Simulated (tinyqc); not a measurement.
Piezoresistors in the (001) plane of a cubic crystal: one step of the calculation.

Plane stress in crystal axes x = [100], y = [010]. First-order piezoresistance: d rho_xx/rho = p11 sxx + p12 syy, d rho_yy/rho = p12 sxx + p11 syy, d rho_xy/rho = p44 sxy; a resistor along d = (cos th, sin th) changes by dR/R = d.(d rho/rho).d. Changes of geometry and second-order terms are left out.

Problem. Resistors at th and th + 90 degrees, and the bridge. dR/R = d.(d rho/rho).d. A full bridge with two resistors of each kind in opposite arms gives Vout = Vb (a - b)/(2 + a + b), a and b the two dR/R.

Parameters, values chosen for the exercise:

| symbol | value | unit | meaning |
|---|---|---|---|
| th | 30 | deg | angle of the current from [100] |
| Vb | 1.8 | V | bridge supply |

d rho/rho (%):

|  | x | y |
|---|---|---|
| x | 9.0658000 | -0.8777000 |
| y | -0.8777000 | 3.5578000 |

Wanted: dR/R at th; dR/R at th + 90; Vout.

Solution.

dR/R at th = 6.9287 %
dR/R at th + 90 = 5.6949 %
Vout = 10.445 mV

tinyqc, about 0.01 s, one thread, Intel Xeon 2.30GHz (shared host): `OMP_NUM_THREADS=1 python tinyqc.py 2530153 2530154 out.jsonl`
